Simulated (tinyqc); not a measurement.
Inside a calculation: special k points of the hexagonal lattice. Values are carried at full precision from step to step, so a last printed digit may differ when a step is redone from the rounded ones.

Lattice vectors in units of a: a1 = (1, 0), a2 = (-1/2, sqrt(3)/2); reciprocal vectors b_i with a_i . b_j = 2 pi delta_ij. Mesh: k = sum_i f_i b_i with f_i = (2 j_i + shift)/(2 N), j_i = 0 .. N-1. The point group of the lattice has 12 operations; only those that map the mesh onto itself are used.

Parameters, chosen for this exercise: N = 8 (points along each reciprocal vector); shift = 0 (half steps); D = 2.07 eV (half gap term); t = 0.48 eV (coupling); e0 = 1.55 eV (offset).

## Irreducible points and weights

Join points that an operation carries into one another (modulo reciprocal vectors); list each class by its first point in the order of (j1, j2, ...).

Irreducible points:
```
f1          f2  weight
0.0000  0.0000       1
0.0000  0.1250       6
0.0000  0.2500       6
0.0000  0.3750       6
0.0000  0.5000       3
0.1250  0.1250       6
0.1250  0.2500      12
0.1250  0.3750      12
0.2500  0.2500       6
0.2500  0.3750       6
```

operations that keep the mesh = 12
irreducible points = 10

The weights add up to 64 = N^2; symmetry saves a factor 6.4.

## Which stars the mesh integrates

A_m(k) = sum over the m-th star of lattice vectors R of cos(k . R), stars in order of length: m = 1: |R|^2 = 1, 6 vectors, such as (1, 1) in the basis a_i; m = 2: |R|^2 = 3, 6 vectors, such as (2, 1) in the basis a_i; m = 3: |R|^2 = 4, 6 vectors, such as (2, 2) in the basis a_i; m = 4: |R|^2 = 7, 12 vectors, such as (3, 2) in the basis a_i; m = 5: |R|^2 = 9, 6 vectors, such as (3, 3) in the basis a_i; m = 6: |R|^2 = 12, 6 vectors, such as (4, 2) in the basis a_i. The zone mean of every A_m is zero.

Lattice vectors in units of a: a1 = (1, 0), a2 = (-1/2, sqrt(3)/2); f are fractions of the reciprocal vectors. Evaluate the first six A_m at each irreducible point (k . R = 2 pi sum f_i n_i) and form the weighted means.

A_m at the points:
```
       m=1     m=2     m=3     m=4     m=5     m=6
1    6.000   6.000   6.000  12.000   6.000   6.000
2    4.828   2.828   2.000   0.000  -0.828  -2.000
3    2.000  -2.000  -2.000  -4.000   2.000  -2.000
4   -0.828  -2.828   2.000   0.000   4.828  -2.000
5   -2.000  -2.000   6.000  -4.000  -2.000   6.000
6    2.828  -0.828  -2.000  -4.000  -2.828   2.000
7    0.000  -2.000  -2.000   4.000   0.000   2.000
8   -2.000   0.000   2.000   0.000  -2.000  -2.000
9   -2.000   2.000  -2.000   4.000  -2.000  -2.000
10  -2.828   4.828  -2.000  -4.000   2.828   2.000
```

weighted means: m=1 0.000, m=2 0.000, m=3 0.000, m=4 0.000, m=5 0.000, m=6 0.000

All six means vanish: the mesh is exact for functions whose Fourier series ends within these stars.

## A zone average from the irreducible points

Test function, the lower band of a two-band insulator: E(k) = -sqrt(D^2 + (e0 - t A_1(k))^2).

Lattice vectors in units of a: a1 = (1, 0), a2 = (-1/2, sqrt(3)/2). Evaluate E at each point and take the weighted mean; the reference uses the unshifted mesh with N = 96.

E at the points (eV): -2.4604  -2.2078  -2.1524  -2.8422  -3.2535  -2.0789  -2.5860  -3.2535  -3.2535  -3.5692

weighted mean = -2.7956 eV
reference mean = -2.7956 eV

The error is +0.01 meV with 10 points.

## Checks

- Weighted mean over irreducible points against the plain mean over the whole mesh (eV): both -2.795600.
- Reference mean against a mesh of N = 102 (eV): both -2.7956.

tinyqc: `OMP_NUM_THREADS=1 python tinyqc.py 1650169 1650170 out.jsonl`; about 0.08 s, one thread, shared Intel(R) Xeon(R) Processor @ 2.30GHz.
